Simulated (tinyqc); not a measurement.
Worked calculation: time-domain thermoreflectance: layered heat flow under a modulated pulse train, and what the signal ratio measures. Computed by tinyqc, a small Python program that keeps every step. Command: `OMP_NUM_THREADS=1 python tinyqc.py 3112739 3112740 out.jsonl tdtr walk`. One thread of a shared host (Intel(R) Xeon(R) Processor @ 2.30GHz), about 0.1 s of CPU time with the checks. Intermediate numbers are printed to about 6 digits and carried at full precision; extremes and crossings named in words are read from the listed rows.

Pulses repeat at 80 MHz; heat is laid down at the surface, all layers are isotropic.

Inputs (values chosen for the exercise, modelled on aluminium on GaAs):
```
quantity                                value        unit
metal thickness d                          66          nm
metal conductivity                        190     W/(m K)
metal heat capacity                      2.42  MJ/(m^3 K)
boundary conductance G under the metal    170  MW/(m^2 K)
substrate conductivity kappa               46     W/(m K)
substrate heat capacity C                1.76  MJ/(m^3 K)
modulation frequency f                     10         MHz
spot radius w (1/e^2, pump and probe)     6.6  micrometre
delay t                                   570          ps
```

Stack: metal, substrate.

## Length and time scales

Penetration depth sqrt(kappa/(pi f C)); effusivity sqrt(kappa C); cooling time of the metal d C_m/G; Kapitza length kappa/G.

penetration depth = 0.912111 micrometre

effusivity = 8997.78 W s^(1/2)/(m^2 K)

cooling time of the metal = 939.529 ps

Kapitza length = 270.588 nm

depth over spot radius = 0.138199

## Impedance at k = 0 and the modulation frequency

For radial wave number k and angular frequency W each layer has u = sqrt(4 pi^2 k^2 + i W C/kappa) and gamma = kappa u. Surface impedance from below: Z = 1/gamma for the substrate; a layer of thickness L maps Z to (Z + tanh(u L)/gamma)/(1 + gamma Z tanh(u L)); a boundary adds 1/G. Take k = 0 and W = 2 pi f.

Z of the substrate = 9.91425-9.91425i m^2 K/GW

Z at the surface = 13.1098-10.9045i m^2 K/GW

## Response at the modulation frequency

Response per absorbed watt H(W) = 2 pi int_0^(2/w) Z(k, W) exp(-pi^2 k^2 w^2) k dk by 20 Gauss-Legendre points.

H(2 pi f) = 0.0965816-0.0765549i K/mW

phase of H(2 pi f) = -38.4019 degrees

## Signal at one delay

Signal: X + iY = sum_(m = -M..M) H(2 pi (f + m f_r)) exp(i 2 pi m f_r t) exp(-pi (m/M)^2 x 4), f_r = 80 MHz, M = 4000, with H(-W) the complex conjugate of H(W); V_in = X, V_out = Y, ratio = -V_in/V_out.

V_in = 0.373095 K/mW

V_out = -0.0769968 K/mW

ratio -V_in/V_out = 4.84560

## Ratio and sensitivities against delay

Sensitivity S = ln(ratio'/ratio)/ln(1.01) for a rise of one input by 1 %.

Ratio and sensitivities:
```
t (ps)    ratio  S to kappa     S to G     S to d    S to C      S to w
100     7.79614    0.467885  -0.001102  -0.875224  0.436892  -0.0905960
200     6.90757    0.442015  -0.059507  -0.767642  0.411568  -0.0867154
400     5.62263    0.398060  -0.141176  -0.600547  0.368130  -0.0810829
800     4.07013    0.330816  -0.233772  -0.375040  0.300634  -0.0745896
1500    2.69881    0.248218  -0.294415  -0.148900  0.215775  -0.0701317
2500    1.78256    0.171766  -0.292982   0.004762  0.134570  -0.0700798
4000    1.14008    0.110427  -0.243331   0.083263  0.064398  -0.0766117
```

The largest sensitivity in size at 100 ps is to d (-0.88). kappa and C enter almost alike, through the effusivity. At 400 ps an error of 3 % in d passes on as 5 % in kappa.

Checks made by the program: steady rise of a bare substrate, 1/(2 sqrt(pi) w kappa), from the same quadrature (relative difference below 1e-10).
